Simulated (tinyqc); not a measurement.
Donor or exciton in a quantum well (variational effective-mass method): one step, computed by the program tinyqc.

H = -nabla^2 - 2/|r - r_i| + V(z) in effective units; trial function psi = f(z) exp(-|r - r_i|/lambda), f the ground state of the well. Mass and screening are the same in well and barrier; l = L/a* is the width in effective units. Bands are flat: no polarisation or applied field.

Question. Best radius. k = pi/l; f = cos(k z) inside and zero outside; subband energy k^2 Ry*. Binding E_b(lambda) = -1/lambda^2 + 4 A/(lambda B), with A = int f^2 exp(-2 s/lambda) dz, B = int f^2 exp(-2 s/lambda)(1 + 2 s/lambda) dz and s = |z - z_i|; 40 Gauss-Legendre points on each piece between the walls at z = -l/2 and l/2 and z_i. Golden-section search for the maximum over lambda from 0.3 to 4, 40 steps.

Inputs (values chosen for the exercise, modelled on InP): electron mass m = 0.0795 m_0; well width L = 4.7 nm; donor position z_i/L from the centre = 0.2.

Centre: donor. Barriers: infinite.

l = 0.5648769

Ry* = 6.922577 meV

a* = 8.320396 nm

Give: best lambda; binding in Ry*; binding energy; radius lambda a*.

Answer.

best lambda = 0.7841 a*

binding in Ry* = 2.365

binding energy = 16.37 meV

radius lambda a* = 6.524 nm

Confinement changes the binding by a factor 2.365 against the bulk value (limits: 4 in two dimensions, 1 inside a wide well). Caution: so narrow a well has large confinement energy, where non-parabolicity and barrier penetration matter.
